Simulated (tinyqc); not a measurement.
# Thin-film transistor with exponential tail and deep states, accumulation layer, step by step

Numbers from tinyqc (`OMP_NUM_THREADS=1 python tinyqc.py 2610126 2610127 out.jsonl`; about 0.03 s on one thread of a shared Intel Xeon 2.30GHz). Printed values are rounded.

An undoped film in accumulation, thicker than the space-charge layer. With band bending psi the Fermi level lies E0 - psi below the band edge. Free electrons n = n0 exp(psi/Vt) carry the current; electrons in two exponential distributions of traps, a = a0 exp(psi/Va) and d = d0 exp(psi/Vp), do not. Linear regime, ohmic contacts, traps in equilibrium.

Inputs (values chosen for the exercise); values close to those of amorphous indium gallium zinc oxide:
- T = 290 K (temperature)
- eps_r = 10 (relative permittivity of the semiconductor)
- Nc = 5.1e18 cm^-3 (density of extended states)
- mb = 13 cm^2/(V s) (band mobility)
- Nt = 3.4e18 cm^-3 (total density of tail states)
- Tt = 340 K (characteristic temperature of the tail)
- Nd = 7.1e16 cm^-3 (total density of deep states)
- Td = 1700 K (characteristic temperature of the deep states)
- E0 = 0.62 eV (bulk Fermi level below the band edge)
- Ci = 35 nF/cm^2 (gate capacitance)
- WL = 5 (ratio W/L)
- Vd = 0.1 V (drain voltage)
- Vg = 4.9 V (gate voltage above flat band)

Constants: q = 1.602176634e-19 C, kB = 1.380649e-23 J/K, Vt = kB T/q, eps0 = 8.8541878128e-14 F/cm where lengths are in cm. Results are converted to the units shown.

Range of the model: The th form assumes a Fermi level far below the band edge; at the surface it overcounts the filled tail by a factor of about 2.9.

## Bulk densities

Va = kB Tt/q, Vp = kB Td/q; n0 = Nc exp(-E0/Vt), a0 = Nt th(T/Tt) exp(-E0/Va), d0 = Nd th(T/Td) exp(-E0/Vp), th(x) = pi x/sin(pi x).

Va = 0.0292989 V
Vp = 0.146495 V
th(T/Tt) = 6.01158
n0 = 8.56785e7 cm^-3
a0 = 1.31912e10 cm^-3
d0 = 1.08196e15 cm^-3

## Iteration 1: surface potential by Newton steps

psi at the start = 0.37 V

Va = kB Tt/q, Vp = kB Td/q. G(psi) = sum over the three kinds of c0 [V (exp(psi/V) - 1) - psi], field F = sqrt(2 q G/(eps0 eps_r)); Vg = psi + eps0 eps_r F/Ci at the surface. f = psi + eps0 eps_r F/Ci - Vg, f' = 1 + q rho/(Ci F) with rho = sum c0 (exp(psi/V) - 1); psi(new) = psi - f/f'.

F = 23.6542 kV/cm
f = -3.93160 V
f' = 4.23137
psi after iteration 1 = 1.29916 V

## Iteration 2: surface potential by Newton steps

As before.

F = 1.78371e8 kV/cm
f = 4.51237e6 V
f' = 8.92273e7
psi after iteration 2 = 1.24858 V

The value that enters this step is an overshoot, farther from the solution than the start was, so its intermediate quantities are not physical.

## Course of the iteration: surface potential by Newton steps

Stop when psi changes by less than 1e-10 V, or after 30 iterations. psi must stay between 0 and 5 V.

Course of the iteration:
```
iteration   psi (V)  |change| (V)
1           1.29916         0.929
2           1.24858        0.0506
3           1.19783        0.0508
4           1.14683        0.0510
5           1.09553        0.0513
6           1.04386        0.0517
7          0.991747        0.0521
8          0.939112        0.0526
9          0.885908        0.0532
...             ...           ...
12         0.723733        0.0542
13         0.670713        0.0530
14         0.621746        0.0490
15         0.582714        0.0390
16         0.560985        0.0217
17         0.555533       5.45e-3
18         0.555250       2.83e-4
19         0.555250       7.17e-7
20         0.555250      4.59e-12
```

Converged in 20 iterations. At the end the number of correct digits about doubles with each step.

## Free and total charge, current

psi_s = 0.555250 V

Va = kB Tt/q, Vp = kB Td/q. G(psi) = sum over the three kinds of c0 [V (exp(psi/V) - 1) - psi], field F = sqrt(2 q G/(eps0 eps_r)); Vg = psi + eps0 eps_r F/Ci at the surface. Total charge Q = Ci (Vg - psi_s); free charge Qf = q times the integral of n0 (exp(psi/Vt) - 1)/F over psi from 0 to psi_s; I = (W/L) mb Qf Vd; effective mobility mb Qf/Q.

surface densities (cm^-3): free 3.82210e17, tail 2.24223e18, deep 4.78952e16
Q = 152.066 nC/cm^2
Qf = 14.0010 nC/cm^2
effective mobility = 1.19693 cm^2/(V s)
I = 91.0064 nA

9.21 % of the induced charge is free, against 14.3 % of the electrons right at the surface.
